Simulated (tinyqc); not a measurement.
Stress in a transistor channel from embedded alloy regions, liners and fins, by half-space elasticity: one step, computed by the program tinyqc. Command: `OMP_NUM_THREADS=1 python tinyqc.py 3029311 3029312 out.jsonl stressor walk`. One thread of a shared host (Intel(R) Xeon(R) Processor @ 2.30GHz), about 0.01 s of CPU time with the checks.

Plane strain in an isotropic half-space, the same constants everywhere; x along the channel from its centre, y downwards from the free surface; stress is positive in tension.

Question. Stress at the centre of the channel. A line element dA of misfit at (a, c) in the half-space gives, with C = E e/(2 pi (1 - nu)), X = x - a, r1^2 = X^2 + (y - c)^2, r2^2 = X^2 + Y^2, Y = y + c: s_xx = -C dA {[X^2 - (y - c)^2]/r1^4 + 3 [X^2 - Y^2]/r2^4 + 4 y Y (Y^2 - 3 X^2)/r2^6}, s_yy = C dA {[X^2 - (y - c)^2]/r1^4 - [X^2 - Y^2]/r2^4 + 4 y Y (Y^2 - 3 X^2)/r2^6}. These are integrated over two rectangles, L/2 < |a| < L/2 + S, 0 < c < d (closed form in a, 200 Gauss-Legendre points in c).

Inputs (values chosen for the exercise, modelled on silicon):

| quantity | value | unit |
|---|---|---|
| Young's modulus E | 169 | GPa |
| Poisson ratio nu | 0.24 | - |
| channel length L | 46 | nm |
| length of each stressor S | 125 | nm |
| recess depth d | 75 | nm |
| depth of the field point y | 3.6 | nm |

Stressor: Si(1-x)C(x) source and drain.

misfit e = -0.01044

stress of a blanket film = 2.321526 GPa

Give: s_xx; s_yy; s_xx over the blanket-film stress.

Answer.

s_xx = 1974 MPa

s_yy = -2.542 MPa

s_xx over the blanket-film stress = 0.8503

The channel is stretched along its length; s_yy is 0.0013 of s_xx in size and vanishes at the surface.
